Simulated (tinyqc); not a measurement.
Trench capacitor in an array: capacitance, non-linearity, leakage and relaxation: capacitance, non-linearity and leakage against thickness.

A film between two metal electrodes, each interface adding a series capacitance ci. The small-signal permittivity is ek (1 + aq E^2); the field is found with the linear permittivity. Leakage J = J0 sinh(E/Ef). After a voltage step the film passes a relaxation current kr C V tt^(-nr), tt being the time in seconds. The sidewall is a coaxial capacitor with radii a = dm/2 - t and b = dm/2, depth AR dm; the end face is left out.

Planar film: Cf = eps0 ek/t, 1/C = 1/Cf + 2/ci, EOT = 3.9 eps0/C, effective permittivity C t/eps0, E = (V/t) C/Cf; quadratic coefficient [C(V)/C - 1]/V^2 with Cf (1 + aq E^2) in C(V).

Parameters, values chosen for the exercise; permittivity of the order of that of zirconium oxide: relative permittivity of the film ek = 33.3; capacitance of each electrode interface (dead layer and screening) ci = 47 uF/cm^2; quadratic field coefficient of the permittivity aq = 0.008 cm^2/MV^2; bias V = 0.8 V; leakage prefactor J0 = 2.8e-10 A/cm^2; field for an e-fold rise of the leakage Ef = 0.39 MV/cm.

Constants: eps0 = 8.8541878128e-14 F/cm where lengths are in cm. Results are converted to the units shown.

Result of one run:
```
t (nm)  C (uF/cm^2)  EOT (nm)  effective permittivity  E (MV/cm)  quadratic coefficient (ppm/V^2)  J (A/cm^2)
8.2           3.119     1.107                   28.88     0.8461                             7756    1.210e-9
```

What becomes of these results when the film thickness t is changed from 8.2 to 60 nm, all else the same?

Result of the changed run:
```
t (nm)  C (uF/cm^2)  EOT (nm)  effective permittivity  E (MV/cm)  quadratic coefficient (ppm/V^2)  J (A/cm^2)
60           0.4813     7.174                   32.62     0.1306                            208.8   9.553e-11
```

The whole series:
```
t (nm)  C (uF/cm^2)  EOT (nm)  effective permittivity  E (MV/cm)  quadratic coefficient (ppm/V^2)  J (A/cm^2)
2.5           7.853    0.4397                   22.17      2.131                          3.733e4    3.302e-8
3.7           5.951    0.5803                   24.87      1.615                          2.421e4    8.791e-9
5.5           4.365    0.7911                   27.11      1.184                          1.425e4    2.911e-9
8.2           3.119     1.107                   28.88     0.8461                             7756    1.210e-9
12            2.224     1.552                   30.15     0.6036                             4121   6.282e-10
18            1.531     2.255                   31.13     0.4155                             2017   3.580e-10
27            1.044     3.309                   31.82     0.2831                            957.6   2.216e-10
40           0.7147     4.832                   32.29     0.1939                            455.8   1.450e-10
60           0.4813     7.174                   32.62     0.1306                            208.8   9.553e-11
```

C falls from 7.85 to 0.481 uF/cm^2 while the effective permittivity goes from 22.2 to 32.6 (ek = 33.3). EOT is a straight line in t with slope 3.9/ek = 0.117 and intercept 0.147 nm. The quadratic coefficient goes as t^(-1.10) between the first two rows and t^(-1.92) between the last two (-2 without interfaces), and J falls by 2.54 decades. For t = 2.5, 3.7 direct tunnelling, left out, would add to the leakage.

tinyqc, about 0.01 s, one thread, Intel Xeon 2.30GHz (shared host): `OMP_NUM_THREADS=1 python tinyqc.py 2102154 2102155 out.jsonl`
